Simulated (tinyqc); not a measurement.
Mobility of a non-polar semiconductor in the relaxation-time approximation. Changing the longitudinal mass m_l. Computed by tinyqc, a small Python program. Command: `OMP_NUM_THREADS=1 python tinyqc.py 3023590 3023591 out.jsonl rta sweep`. One thread of a shared host (Intel(R) Xeon(R) Processor @ 2.30GHz), about 0.02 s of CPU time with the checks.

Each valley is treated as a sphere of mass m_d for states and rates, with one isotropic relaxation time; the conductivity mass m_c sets the current.

Inputs (values chosen for the exercise, modelled on holes in silicon):
```
quantity                                            value       unit
transverse mass m_t                                  0.51        m_0
equivalent valleys Z                                    1          -
non-parabolicity alpha                               0.32       1/eV
static permittivity eps_s                            11.7          -
density rho                                          2329     kg/m^3
sound velocity v_l                                   9050        m/s
acoustic deformation potential D_A                    5.8         eV
phonon energy hbar w                                 60.2        meV
optical or intervalley deformation potential D_o       10  1e8 eV/cm
final valleys Z_f                                       1          -
carrier density n                                 2.4e+14     1/cm^3
compensation ratio C                                    0          -
temperature T                                         300          K
alloy fraction x                                     0.25          -
alloy potential U                                     1.1         eV
lattice constant a                                   5.42   angstrom
```

Band: Kane. Impurity formula: Brooks-Herring. Further scattering: alloy.

Constants: k_B = 8.617333262e-05 eV/K; m_0 = 9.1093837015e-31 kg; e = 1.602176634e-19 C; hbar = 1.054571817e-34 J s; eps_0 = 8.8541878128e-12 F/m; k_B = 1.380649e-23 J/K; hbar = 6.582119569e-16 eV s.

Method:
- m_d = (m_l m_t^2)^(1/3); 1/m_c = (1/m_l + 2/m_t)/3; Hall mass factor A = 3 K_m (K_m + 2)/(2 K_m + 1)^2, K_m = m_l/m_t; N_I = n (1 + C)/(1 - C).
- Kane band: hbar^2 k^2/(2 m) = E (1 + alpha E), speed v = hbar k/(m (1 + 2 alpha E)), states per spin, volume and energy g(E) = m k (1 + 2 alpha E)/(2 pi^2 hbar^2); overlap factors are set to 1. Here m = m_d. Masses are multiplied by m_0 and all formulas are in SI units.
- The reduced Fermi level eta = E_F/(k_B T) solves n = 2 Z int g f dE with f = 1/(1 + exp(x - eta)) (Z = 1 unless valleys are given); screening length L_s = sqrt(eps_s eps_0 k_B T/(e^2 dn/deta)), dn/deta = 2 Z int g f (1 - f) dE.
- Integrals over x = E/(k_B T) use 160 Gauss-Legendre points in u = sqrt(x) from 0 to sqrt(max(eta, 0) + 32).
- Phonon occupation N_q = 1/(exp(hbar w/(k_B T)) - 1).
- Acoustic deformation potential (elastic, equipartition, absorption and emission together): 1/tau = 2 pi k_B T D_A^2 g(E)/(hbar rho v_l^2).
- Optical or intervalley deformation potential: 1/tau = (pi Z_f D_o^2/(rho w)) [N_q g(E + hbar w) + (N_q + 1) g(E - hbar w)], with g = 0 below the band edge.
- Each optical term is multiplied by (1 - f(E'))/(1 - f(E)), E' the final energy, for Pauli blocking.
- Singly charged impurities, momentum relaxation: 1/tau = N_I e^4 m (1 + 2 alpha E) Phi/(8 pi (eps_s eps_0)^2 hbar^3 k^3), with alpha = 0 for a parabolic band.
- Brooks-Herring: Phi = ln(1 + b) - b/(1 + b), b = 4 k^2 L_s^2.
- Alloy disorder: 1/tau = (2 pi/hbar) Omega x (1 - x) U^2 g(E), Omega = a^3/4 (other conventions for Omega rescale U).
- mu = (m_d/m_c) (2 Z e/(3 n k_B T)) int g v^2 tau f (1 - f) dE.
- Averages over x are split at the emission threshold x_0 = hbar w/(k_B T): 64 Gauss-Legendre points in sqrt(x) below it and 128 in sqrt(x - x_0) above it, up to x = max(eta, 0) + 32.
- Rates are added at each energy before the average. With <y> = int g v^2 y f (1 - f) dE: Hall factor r_H = A (3 n k_B T/(2 Z m_d)) <tau^2/(1 + 2 alpha E)>/<tau>^2 (alpha = 0 for a parabolic band); Hall mobility r_H mu; |S| = (k_B/e) (<x tau>/<tau> - eta); resistivity 1/(n e mu).

One run for each value; columns: (1) longitudinal mass m_l (m_0); (2) drift mobility mu (cm^2/(V s)); (3) density-of-states mass m_d (m_0); (4) conductivity mass m_c (m_0); (5) Hall mass factor A; (6) Seebeck coefficient |S| (microvolt/K):
```
(1)     (2)    (3)     (4)    (5)   (6)
0.51  118.3  0.510  0.5100  1.000  1075
0.73   89.0  0.575  0.5670  0.988  1090
1.00   70.7  0.638  0.6096  0.962  1104
1.50   53.9  0.731  0.6538  0.920  1121
2.10   43.6  0.817  0.6822  0.886  1136
3.00   35.3  0.921  0.7051  0.854  1151
4.30   28.8  1.038  0.7222  0.827  1167
6.10   23.8  1.166  0.7343  0.807  1182
```

Describe and explain the trends.

Over the rows, drift mobility mu (cm^2/(V s)) falls from 118 to 23.8 (exponent d ln y / d ln x -0.79 between the first rows and -0.55 between the last); density-of-states mass m_d (m_0) rises from 0.510 to 1.17 (exponent d ln y / d ln x about 0.33 throughout); conductivity mass m_c (m_0) rises from 0.510 to 0.734 (exponent d ln y / d ln x 0.30 between the first rows and 0.048 between the last). m_c stays below 1.5 m_t = 0.765 however large m_l gets, while m_d keeps growing as m_l^(1/3); A falls from 1 towards 3/4.
